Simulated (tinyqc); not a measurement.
Five-frequency model of solute diffusion by vacancies in an fcc metal. Changing the barrier E1 (vacancy circles the solute). Computed by tinyqc, a small Python program. Command: `OMP_NUM_THREADS=1 python tinyqc.py 3023803 3023804 out.jsonl fivefreq sweep`. One thread of a shared host (Intel(R) Xeon(R) Processor @ 2.30GHz), about 0.01 s of CPU time with the checks.

A vacancy next to the solute exchanges with it (w2), jumps to one of 4 sites that also neighbour the solute (w1) or to one of 7 that do not (w3); w4 is the reverse of w3 and w0 the host jump.

Inputs (values chosen for the exercise, for a model solute in a host close to nickel):

| quantity | value | unit |
|---|---|---|
| barrier E0 (host jump) | 1.03 | eV |
| barrier E2 (exchange) | 0.754 | eV |
| barrier E3 (dissociation) | 1.13 | eV |
| binding energy E_b (positive for attraction) | 0.14 | eV |
| vacancy formation energy E_f | 1.76 | eV |
| formation entropy S_f | 3 | k_B |
| attempt frequency nu | 3.2 | THz |
| lattice constant a | 3.52 | angstrom |
| temperature T | 964 | K |

Constants: k_B = 8.617333262e-05 eV/K.

Method:
- w_i = nu exp(-E_i/(k_B T)); detailed balance gives E4 = E3 - E_b.
- Manning: with y = w4/w0, 7F = 7 - (10 y^4 + 180.5 y^3 + 927 y^2 + 1341 y)/(2 y^4 + 40.2 y^3 + 254 y^2 + 597 y + 436); f2 = (2 w1 + 7F w3)/(2 w2 + 2 w1 + 7F w3).
- The mean cosine between successive solute jumps follows from f2 = (1 + c)/(1 - c).
- c_v = exp(S_f - E_f/(k_B T)); host D0 = a^2 c_v w0 x 0.7815; solute D2 = a^2 c_v exp(E_b/(k_B T)) w2 f2; 1 angstrom^2 = 1e-16 cm^2.

One run for each value:

| barrier E1 (vacancy circles the solute) (eV) | correlation factor f2 | ratio D2/D0 |
|---|---|---|
| 0.73 | 0.5762 | 110.3 |
| 0.83 | 0.2984 | 57.1 |
| 0.93 | 0.1266 | 24.2 |
| 1.00 | 0.0711 | 13.6 |
| 1.10 | 0.0388 | 7.4 |
| 1.20 | 0.0286 | 5.5 |
| 1.30 | 0.0255 | 4.9 |
| 1.40 | 0.0246 | 4.7 |

What does the table show, and why?

Over the rows, correlation factor f2 falls from 0.576 to 0.0246 (exponent d ln y / d ln x -5.1 between the first rows and -0.50 between the last); ratio D2/D0 falls from 110 to 4.71 (exponent d ln y / d ln x -5.1 between the first rows and -0.50 between the last). Fast circling randomises the direction of the next exchange; when w1 freezes, escape through w3 is the only way left and f2 levels off.
